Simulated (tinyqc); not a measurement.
# Worked calculation: octagonal on-chip spiral inductor, lumped pi model

tinyqc, about 0.01 s, one thread, Intel Xeon 2.30GHz (shared host): `OMP_NUM_THREADS=1 python tinyqc.py 2302126 2302127 out.jsonl` Printed values are rounded.

Outer diameter do = di + 2 n wd + 2 (n - 1) sp, mean da = (do + di)/2, fill p = (do - di)/(do + di), length l = 3.314 n da. L = 2.25 mu0 n^2 da/(1 + 3.55 p), mu0 = 4 pi 1e-7 H/m. Rs = rho l/(wd delta (1 - exp(-th/delta))), delta = sqrt(rho/(pi f mu0)). Cs = n wd^2 eps0 eo/hu across the coil. At each end Cox = l wd eps0 eo/(2 ho) leads to the substrate branch Rsi = 2 rs he/(l wd) in parallel with Csi = l wd eps0 11.7/(2 he). With one end grounded Y = 1/(Rs + i w L) + i w Cs + 1/[1/(i w Cox) + 1/(1/Rsi + i w Csi)], w = 2 pi f; Q = -Im Y/Re Y. Eddy currents in neighbouring turns and in the substrate are left out.

Inputs (values chosen for the exercise); values of the order met in silicon radio-frequency processes: number of turns n = 2.5; line width wd = 20 um; space between turns sp = 3 um; inner diameter di = 60 um; metal thickness th = 3.4 um; metal resistivity rho = 2.2 uohm cm; oxide below the coil ho = 3.6 um; oxide between coil and underpass hu = 1.2 um; relative permittivity of the oxide eo = 3; substrate resistivity rs = 20 ohm cm; effective spreading depth in the substrate he = 30 um; frequency f = 3.1 GHz.

Constants: eps0 = 8.8541878128e-12 F/m. Results are converted to the units shown.

## Geometry and model elements

do, l, L, delta, Rs, Cs, Cox, Rsi and Csi as defined.

do = 169 um
l = 948.633 um
L = 0.752260 nH
delta = 1.34076 um
Rs = 0.845223 ohm
Cs = 22.1355 fF
Cox = 69.9948 fF
Rsi = 632.489 ohm
Csi = 32.7575 fF

Rs is 2.75 times the direct-current value in this empirical form, which overstates the skin effect of a flat slab when delta is near th and so stands in for some current crowding.

## Admittance, quality factor and apparent inductance

Series branch 1/(Rs + i w L), substrate branch, total Y, Q = -Im Y/Re Y, apparent inductance Im(1/Y)/w, metal-only value w L/Rs, share of the loss in the substrate Re(substrate branch)/Re Y.

series branch = 3.9238-68.0217i mS
substrate branch = 0.451744+0.791504i mS
Y = 4.3756-66.7991i mS
Q = 15.2664
apparent inductance = 0.765294 nH
w L/Rs = 17.3356
share of the loss in the substrate = 10.3242 %

Q is 88.1 % of the metal-only value.
